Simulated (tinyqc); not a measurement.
Changing the ion energy E: implant damage, amorphisation by cascade overlap, and solid-phase epitaxial regrowth. Computed by tinyqc, a small Python program. Command: `OMP_NUM_THREADS=1 python tinyqc.py 3112927 3112928 out.jsonl sper sweep`. One thread of a shared host (Intel(R) Xeon(R) Processor @ 2.30GHz), about 0.01 s of CPU time with the checks.

Range and width of the damage are inputs. Dynamic annealing enters only through the surviving share f.

Inputs (values chosen for the exercise, modelled on arsenic ions in silicon):
```
quantity                 value  unit
ion Z1                      33     -
ion mass M1               74.9     u
target Z2                   14     -
target mass M2           28.09     u
displacement energy E_d     16    eV
```

Constants: a_0 = 0.529177210903 angstrom; e^2/(4 pi eps_0) = 14.39964548 eV angstrom.

Method. Robinson partition: eps = E a M2/(Z1 Z2 (e^2/(4 pi eps_0)) (M1 + M2)), a = 0.8853 a_0/sqrt(Z1^(2/3) + Z2^(2/3)); k = 0.0793 Z1^(2/3) Z2^(1/2) (M1 + M2)^(3/2)/((Z1^(2/3) + Z2^(2/3))^(3/4) M1^(3/2) M2^(1/2)); damage energy T_d = E/(1 + k (eps + 0.40244 eps^(3/4) + 3.4008 eps^(1/6))); displacements nu = 0.8 T_d/(2 E_d).

One run for each value:
```
ion energy E (keV)    T_d/E  displacements per ion nu  reduced energy eps
1.0                 0.86004                      21.5              0.0048
2.0                 0.84486                      42.2              0.0096
4.2                 0.82662                      86.8              0.0201
8.5                 0.80684                     171.5              0.0407
17.0                0.78419                     333.3              0.0814
35.0                0.75566                     661.2              0.1676
72.0                0.71951                    1295.1              0.3447
150.0               0.67062                    2514.8              0.7181
300.0               0.60812                    4560.9              1.4362
```

What does the table show, and why?

Over the rows, T_d/E falls from 0.860 to 0.608 (exponent d ln y / d ln x -0.026 between the first rows and -0.14 between the last); displacements per ion nu rises from 21.5 to 4560 (exponent d ln y / d ln x 0.97 between the first rows and 0.86 between the last); reduced energy eps rises from 0.00479 to 1.44 (exponent d ln y / d ln x about 1.0 throughout). Electronic losses take a growing share as eps rises, so nu grows more slowly than E.
